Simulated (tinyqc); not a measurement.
Inside a calculation. Method: inverse iteration on a symmetric matrix. Computed by tinyqc, a small Python program that keeps every step. Settings: method = inverse, shift = 0.09. Command: `OMP_NUM_THREADS=1 python tinyqc.py 23884 23885 out.jsonl` (the two numbers bound the seeds that draw the settings). One thread of a shared host (Intel(R) Xeon(R) Processor @ 2.60GHz), about 0.01 s of CPU time with the checks.

## Step 1

A, lower triangle:
```
          1         2         3        4        5
1   1.13900
2   0.18300   1.27800
3   0.34800   0.01700   4.54400
4  -0.00900  -0.08100   0.57100  4.81800
5  -0.47000  -0.01100  -0.05100  0.16800  5.65500
```

vector v at the start: 0.44721  0.44721  0.44721  0.44721  0.44721

shift = 0.09000

solve (A - shift) w = v; v' = w/|w| with its largest component positive (the first on a tie); lambda = v'^T A v'.

vector after step 1: 0.74878  0.59659  0.10693  0.16720  0.20981

Rayleigh quotient after step 1 = 1.61151

## Step 2

As before.

vector after step 2: 0.86052  0.49044  -0.04526  0.05480  0.11794

Rayleigh quotient after step 2 = 1.27789

## Step 3

As before.

vector after step 3: 0.93683  0.32166  -0.08813  0.02729  0.10184

Rayleigh quotient after step 3 = 1.18809

## Course of the iteration

Stop when the residual |A v - lambda v| is below 1e-9.

Steps:
```
step     lambda  residual
1     1.6115092  1.07e+00
2     1.2778864  3.18e-01
3     1.1880872  2.15e-01
4     1.1073982  2.00e-01
5     1.0426108  1.68e-01
6     1.0012889  1.28e-01
7     0.9787916  9.14e-02
8     0.9675919  6.35e-02
9     0.9622647  4.35e-02
10    0.9597858  2.95e-02
11    0.9586441  2.00e-02
12    0.9581207  1.35e-02
13    0.9578813  9.15e-03
14    0.9577719  6.19e-03
15    0.9577220  4.18e-03
16    0.9576991  2.83e-03
17    0.9576887  1.91e-03
18    0.9576840  1.29e-03
19    0.9576818  8.72e-04
20    0.9576808  5.89e-04
21    0.9576804  3.98e-04
22    0.9576801  2.69e-04
23    0.9576801  1.82e-04
24    0.9576800  1.23e-04
25    0.9576800  8.30e-05
26    0.9576800  5.61e-05
27    0.9576800  3.79e-05
28    0.9576800  2.56e-05
29    0.9576800  1.73e-05
30    0.9576800  1.17e-05
```

all eigenvalues, for comparison: 0.95768  1.37413  4.09977  5.26737  5.73506

Not converged in 30 steps: the residual falls only by the ratio of the two smallest distances of eigenvalues from the shift, 0.68 a step.
